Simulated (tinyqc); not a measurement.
## Undoped gate-all-around wire MOSFET, analytic charge model: effect of the insulator thickness

An undoped round wire of radius R under an insulator shell and a surrounding gate; long channel, electrons only, n = ni exp((psi - V)/Vt) with V the quasi-Fermi potential (0 at the source, Vd at the drain), constant mobility, no quantisation. The radial Poisson equation gives n(r) = n(0)/(1 - (1 - b) r^2/R^2)^2 with b = Q0/(Q + Q0). Q is the electron charge per area of the wire surface.

ni = sqrt(Nc Nv) exp(-Eg/(2 Vt)), Eg in volts; Cox = eps0 eox/(R ln(1 + tox/R)); Q0 = 4 eps0 eps_r Vt/R; V0 = dphi + Vt ln[8 eps0 eps_r Vt/(q ni R^2)]. Q solves Vg - V0 - V = Q/Cox + Vt ln(Q/Q0) + Vt ln(1 + Q/Q0). I = mu (2 pi R/L)[2 Vt (Qs - Qd) + (Qs^2 - Qd^2)/(2 Cox) + Vt Q0 ln((Qd + Q0)/(Qs + Q0))], with Qs at V = 0 and Qd at V = Vd.  I(low) is taken at Vg = 0.23 V, Qs and I(high) at Vg = 0.98 V.

Parameters, values chosen for the exercise; material values close to those of silicon:
- T = 325 K (temperature)
- Eg = 1.11 eV (band gap)
- eps_r = 11.7 (relative permittivity of the semiconductor)
- Nc = 3.15e19 cm^-3 (conduction-band density of states at T)
- Nv = 2.95e19 cm^-3 (valence-band density of states at T)
- eox = 3.78 (relative permittivity of the gate insulator)
- R = 6 nm (wire radius)
- dphi = -0.02 V (gate work function less that of the intrinsic body)
- mu = 130 cm^2/(V s) (channel mobility)
- L = 2 um (gate length)
- Vd = 0.1 V (drain voltage)

Constants: q = 1.602176634e-19 C, kB = 1.380649e-23 J/K, Vt = kB T/q, eps0 = 8.8541878128e-14 F/cm where lengths are in cm. Results are converted to the units shown.

The same in every row: V0 (V) = 0.4783.

Effect of the insulator thickness:
```
tox (nm),I(low) (nA),Qs(high) (nC/cm^2),I(high) (uA)
0.57,0.001821,2228,0.4811
0.82,0.001821,1649,0.3576
1.2,0.001821,1208,0.2633
1.7,0.001821,915.2,0.2001
2.5,0.001821,679.5,0.1491
3.5,0.001820,529.9,0.1166
5.1,0.001820,407.2,0.08979
```

As tox goes from 0.57 to 5.1 nm, I(low) stays near 0.00182 nA and I(high) falls from 0.481 to 0.0898 uA. On average I(low) is independent of tox and I(high) goes as tox^(-0.77). Below threshold no voltage drops over the insulator in this long-channel model, so its thickness does not matter there. In every row the surface density at the source at the higher gate voltage passes 0.3 Nc, where Boltzmann statistics fail. In every row the body is thin enough for quantum confinement, left out here, to raise the threshold.

Numbers from tinyqc (`OMP_NUM_THREADS=1 python tinyqc.py 2460051 2460052 out.jsonl`; about 0.02 s on one thread of a shared Intel Xeon 2.30GHz).
